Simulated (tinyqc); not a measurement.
Inside a calculation. Method: Pariser-Parr-Pople SCF with singles CI, for the molecule c1ccc2ccccc2c1 (SMILES; centres numbered as the heavy atoms are written). One step of it, computed by the program tinyqc.

Task: PPP integrals. Ohno: gamma = 14.399645/sqrt(R^2 + a^2), a = 2 x 14.399645/(gamma_rr + gamma_ss); H_rr = -W_r - sum_(s != r) z_s gamma_rs; H_rs = beta for bonds.

Centres (angstrom, eV; a flat drawing with bonds scaled to 1.40 angstrom):
```
centre          x          y  core charge z          W   gamma_rr
1C       2.425000  -0.700000              1  11.160000  11.130000
2C       2.425000   0.700000              1  11.160000  11.130000
3C       1.212000   1.400000              1  11.160000  11.130000
4C       0.000000   0.700000              1  11.160000  11.130000
5C      -1.212000   1.400000              1  11.160000  11.130000
6C      -2.425000   0.700000              1  11.160000  11.130000
7C      -2.425000  -0.700000              1  11.160000  11.130000
8C      -1.212000  -1.400000              1  11.160000  11.130000
9C       0.000000  -0.700000              1  11.160000  11.130000
10C      1.212000  -1.400000              1  11.160000  11.130000
```

Resonance integrals (eV):
```
i    j       beta
1    2  -2.390000
2    3  -2.390000
3    4  -2.390000
4    5  -2.390000
5    6  -2.390000
6    7  -2.390000
7    8  -2.390000
8    9  -2.390000
9   10  -2.390000
10   1  -2.390000
9    4  -2.390000
```

Give: repulsion gamma_rs; core matrix H.

Result:

repulsion gamma_rs (eV):
```
          1C       2C       3C       4C       5C       6C       7C       8C
1C   11.1300   7.5539   5.2388   4.6683   3.2767   2.7632   2.8687   3.6704
2C    7.5539  11.1300   7.5524   5.2390   3.6704   2.8687   2.7632   3.2767
3C    5.2388   7.5524  11.1300   7.5550   5.2407   3.6704   3.2767   3.6706
4C    4.6683   5.2390   7.5550  11.1300   7.5550   5.2390   4.6683   5.2396
5C    3.2767   3.6704   5.2407   7.5550  11.1300   7.5524   5.2388   4.6685
6C    2.7632   2.8687   3.6704   5.2390   7.5524  11.1300   7.5539   5.2388
7C    2.8687   2.7632   3.2767   4.6683   5.2388   7.5539  11.1300   7.5524
8C    3.6704   3.2767   3.6706   5.2396   4.6685   5.2388   7.5524  11.1300
9C    5.2390   4.6683   5.2396   7.5539   5.2396   4.6683   5.2390   7.5550
10C   7.5524   5.2388   4.6685   5.2396   3.6706   3.2767   3.6704   5.2407

          9C      10C
1C    5.2390   7.5524
2C    4.6683   5.2388
3C    5.2396   4.6685
4C    7.5539   5.2396
5C    5.2396   3.6706
6C    4.6683   3.2767
7C    5.2390   3.6704
8C    7.5550   5.2407
9C   11.1300   7.5550
10C   7.5550  11.1300
```

core matrix H (eV):
```
           1C        2C        3C        4C        5C        6C        7C        8C
1C   -53.9914   -2.3900    0.0000    0.0000    0.0000    0.0000    0.0000    0.0000
2C    -2.3900  -53.9914   -2.3900    0.0000    0.0000    0.0000    0.0000    0.0000
3C     0.0000   -2.3900  -57.2726   -2.3900    0.0000    0.0000    0.0000    0.0000
4C     0.0000    0.0000   -2.3900  -64.1176   -2.3900    0.0000    0.0000    0.0000
5C     0.0000    0.0000    0.0000   -2.3900  -57.2726   -2.3900    0.0000    0.0000
6C     0.0000    0.0000    0.0000    0.0000   -2.3900  -53.9914   -2.3900    0.0000
7C     0.0000    0.0000    0.0000    0.0000    0.0000   -2.3900  -53.9914   -2.3900
8C     0.0000    0.0000    0.0000    0.0000    0.0000    0.0000   -2.3900  -57.2726
9C     0.0000    0.0000    0.0000   -2.3900    0.0000    0.0000    0.0000   -2.3900
10C   -2.3900    0.0000    0.0000    0.0000    0.0000    0.0000    0.0000    0.0000

           9C       10C
1C     0.0000   -2.3900
2C     0.0000    0.0000
3C     0.0000    0.0000
4C    -2.3900    0.0000
5C     0.0000    0.0000
6C     0.0000    0.0000
7C     0.0000    0.0000
8C    -2.3900    0.0000
9C   -64.1176   -2.3900
10C   -2.3900  -57.2726
```
